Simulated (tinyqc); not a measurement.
A clean chain and dephasing by Buettiker voltage probes: one step of the calculation.

Sites 1 to 6 form a chain with hopping -t. Lead L joins site 1 and lead R site 6, both semi-infinite chains with hopping -t and site energy 0. Every site carries a probe with self-energy -i Gamma_p/2 that draws no net current. Linear response at zero temperature: mu_L = 1, mu_R = 0 in units of the bias.

Task. Transmissions between terminals. With Gamma the broadening by one lead, T_RL = Gamma^2 |G_(6,1)|^2, T_pL = Gamma Gamma_p |G_(p,1)|^2, T_pR = Gamma Gamma_p |G_(p,6)|^2, T_pq = Gamma_p^2 |G_(p,q)|^2 for p != q.

Values chosen for this exercise:
```
symbol  value  unit                   meaning
gp        0.3    eV  probe broadening Gamma_p
```

G (1/eV):
```
                         1                        2                        3                        4
1  -0.04340178-0.74251294i   0.39909589-0.55346503i   0.59095354-0.19182619i   0.50583676+0.16173662i
2   0.39909589-0.55346503i  -0.10706719-0.74179018i   0.32046941-0.60250338i   0.52303336-0.25823557i
3   0.59095354-0.19182619i   0.32046941-0.60250338i  -0.17498737-0.80819956i   0.28182061-0.64820382i
4   0.50583676+0.16173662i   0.52303336-0.25823557i   0.28182061-0.64820382i  -0.17498737-0.80819956i
5   0.23252904+0.37149453i   0.46718796+0.11603617i   0.52303336-0.25823557i   0.32046941-0.60250338i
6  -0.08271670+0.39034538i   0.23252904+0.37149453i   0.50583676+0.16173662i   0.59095354-0.19182619i

                         5                        6
1   0.23252904+0.37149453i  -0.08271670+0.39034538i
2   0.46718796+0.11603617i   0.23252904+0.37149453i
3   0.52303336-0.25823557i   0.50583676+0.16173662i
4   0.32046941-0.60250338i   0.59095354-0.19182619i
5  -0.10706719-0.74179018i   0.39909589-0.55346503i
6   0.39909589-0.55346503i  -0.04340178-0.74251294i
```

Gamma = 1.2262137 eV

Give: T_RL; T_pL; T_pR; T_pq.

Result.

T_RL = 0.2394

```
probe    T_pL    T_pR
1      0.2035  0.0586
2      0.1713  0.0707
3      0.1420  0.1037
4      0.1037  0.1420
5      0.0707  0.1713
6      0.0586  0.2035
```

T_pq:
```
         1        2        3        4        5        6
1  0.00000  0.04190  0.03474  0.02538  0.01729  0.01433
2  0.04190  0.00000  0.04191  0.03062  0.02086  0.01729
3  0.03474  0.04191  0.00000  0.04496  0.03062  0.02538
4  0.02538  0.03062  0.04496  0.00000  0.04191  0.03474
5  0.01729  0.02086  0.03062  0.04191  0.00000  0.04190
6  0.01433  0.01729  0.02538  0.03474  0.04190  0.00000
```

Numbers from tinyqc (`OMP_NUM_THREADS=1 python tinyqc.py 2700018 2700019 out.jsonl`; about 0.01 s on one thread of a shared Intel Xeon 2.30GHz).
